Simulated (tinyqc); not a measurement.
Inside a calculation. Method: Hueckel theory of the pi electrons, for the molecule c1ccc2[nH]ccc2c1 (SMILES; centres numbered as the heavy atoms are written). One step of it, computed by the program tinyqc.

Question. Orbitals. Diagonalise; E = alpha + x beta with beta < 0, so the largest x are filled first; degenerate levels share their electrons. P = sum n_i c_ri c_si; each orbital has its largest coefficient positive (the first on a tie).

Hueckel matrix in units of beta (H = alpha + beta A), lower triangle:
```
          1C        2C        3C        4C        5N        6C        7C        8C
1C  0.000000
2C  1.000000  0.000000
3C  0.000000  1.000000  0.000000
4C  0.000000  0.000000  1.000000  0.000000
5N  0.000000  0.000000  0.000000  0.800000  1.500000
6C  0.000000  0.000000  0.000000  0.000000  0.800000  0.000000
7C  0.000000  0.000000  0.000000  0.000000  0.000000  1.000000  0.000000
8C  0.000000  0.000000  0.000000  1.000000  0.000000  0.000000  1.000000  0.000000
9C  1.000000  0.000000  0.000000  0.000000  0.000000  0.000000  0.000000  1.000000

          9C
9C  0.000000
```

pi electrons, sum of z_r less the charge = 10

Give: x values; occupations; coefficients; charge and bond-order matrix P.

Answer.

x values: 2.4843  1.7733  1.3245  0.8556  0.5999  -0.8258  -1.1047  -1.4577  -2.1495

occupations: 2.0000  2.0000  2.0000  2.0000  2.0000  0.0000  0.0000  0.0000  0.0000

coefficients:
```
       MO1      MO2      MO3      MO4      MO5      MO6      MO7      MO8
1C  0.1455  -0.4503  -0.1240   0.5223  -0.0434  -0.0857   0.5557   0.2549
2C  0.1547  -0.3948  -0.4088   0.1566   0.3723  -0.3883  -0.2564  -0.4223
3C  0.2387  -0.2498  -0.4176  -0.3884   0.2667   0.4063  -0.2725   0.3608
4C  0.4383  -0.0481  -0.1442  -0.4889  -0.2123   0.0528   0.5574  -0.1035
5N  0.6022   0.5375  -0.2769   0.3050  -0.2481  -0.1956  -0.2281   0.1488
6C  0.3027   0.2318   0.2050   0.2433   0.4915   0.5160   0.1854  -0.4468
7C  0.2701  -0.0191   0.4930  -0.0358   0.4933  -0.2696  -0.0223   0.5322
8C  0.3684  -0.2656   0.4480  -0.2739  -0.1956  -0.2934  -0.1608  -0.3290
9C  0.2069  -0.4037   0.2447   0.2904  -0.3983   0.4591  -0.3575   0.0508

        MO9
1C   0.3238
2C  -0.3083
3C   0.3389
4C  -0.4201
5N   0.0684
6C   0.1083
7C  -0.2874
8C   0.5095
9C  -0.3876
```

charge and bond-order matrix P, lower triangle:
```
         1C       2C       3C       4C       5N       6C       7C      8C
1C   1.0282
2C   0.6333   1.0202
3C  -0.0309   0.6895   1.0314
4C  -0.2856  -0.0197   0.6203   0.9987
5N   0.0999  -0.1010  -0.1191   0.3632   1.7657
6C   0.0400   0.1851  -0.0693  -0.2627   0.4047   0.9761
7C  -0.1066   0.0516   0.0177  -0.0780  -0.2348   0.8242   1.1220
8C  -0.0338  -0.2740   0.0429   0.5702  -0.1599  -0.0419   0.4776  1.0406
9C   0.7011  -0.0229  -0.3418   0.0349   0.0544  -0.2118  -0.0453  0.5829

        9C
9C  1.0172
```
